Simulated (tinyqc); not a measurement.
## Conductivities from two wire lengths

Inverse problem. A wire with uniform heating p0 per length and ends at the substrate temperature has theta(L/2) = (p0/g)[1 - 1/cosh(L/(2 LH))], LH = sqrt(kap A/g). Find LH, g and kap.

Inputs (values chosen for the exercise):
- A = 69 nm^2 (cross-section)
- p0 = 0.14 uW/nm (peak heating per length)

theta at the middle for L = 96 and 192 nm (K): 71.496312  149.05797

Answer. With c = cosh(L1/(2 LH)) the longer wire has 2 c^2 - 1. The ratio of the two rises falls steadily from 4 to 1 as c grows, so it fixes c; g and kap follow.

LH = 48.0 nm
g = 0.690 W/(m K)
kap = 23.0 W/(m K)

Computed by the program tinyqc: `OMP_NUM_THREADS=1 python tinyqc.py 2520031 2520032 out.jsonl`, one thread of a shared Intel Xeon 2.30GHz, about 0.01 s for the whole run.
